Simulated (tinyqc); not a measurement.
# Donor binding, ionisation and the Mott limit, step by step

Program tinyqc, `OMP_NUM_THREADS=1 python tinyqc.py 2330096 2330097 out.jsonl`; Intel Xeon 2.30GHz, shared host, one thread, about 0.01 s. Printed values are rounded.

Hydrogenic donor: Ry = (m0 q^3/(8 eps0^2 h^2)) me/eps_r^2 in eV, E0 = cc Ry, radius a = q/(8 pi eps0 eps_r E0), Mott density Nm = (0.26/a)^3. Below Nm the level sinks as Ed = E0 [1 - (N/Nm)^(1/3)]. Neutrality: Nc F12(eta) = N/(1 + 2 exp(eta + Ed/kB T)), F12(x) = (2/sqrt(pi)) int_0^infinity sqrt(u)/(1 + exp(u - x)) du.

Parameters, values chosen for the exercise; band and dielectric values close to those of gallium phosphide: temperature T = 300 K; relative permittivity eps_r = 11.2; mass in the hydrogenic formula, set independently of Nc me = 0.304 m0; conduction-band density of states at 300 K Nc = 1.83e19 cm^-3; ratio of the true binding energy to the hydrogenic one cc = 1; donor density N = 2.1e17 cm^-3.

Constants: q = 1.602176634e-19 C, kB = 1.380649e-23 J/K, eps0 = 8.8541878128e-12 F/m, h = 6.62607015e-34 J s, m0 = 9.1093837015e-31 kg, Vt = kB T/q. Results are converted to the units shown.

Range of the model: A sharp level with degeneracy 2 overstates freeze-out near Nm, where the impurity band broadens and merges with the conduction band.

## Binding energy, radius and Mott density

The mean spacing of the donors is N^(-1/3).

Ry = 32.9730 meV
E0 = 32.9730 meV
a = 1.94960 nm
Nm = 2.37183e18 cm^-3
spacing over a = 8.62941
Ed = 18.2768 meV

## Ionisation

Solve the neutrality equation for eta. Boltzmann form: with k = (Nc/2) exp(-Ed/kB T) the ionised share is [-k + sqrt(k^2 + 4 k N)]/(2 N).

eta = -4.50742
ionised share = 95.7192 %
n = 2.01010e17 cm^-3
ionised share, Boltzmann form = 95.7345 %

With the level held at E0 the share would be 92.9 %.
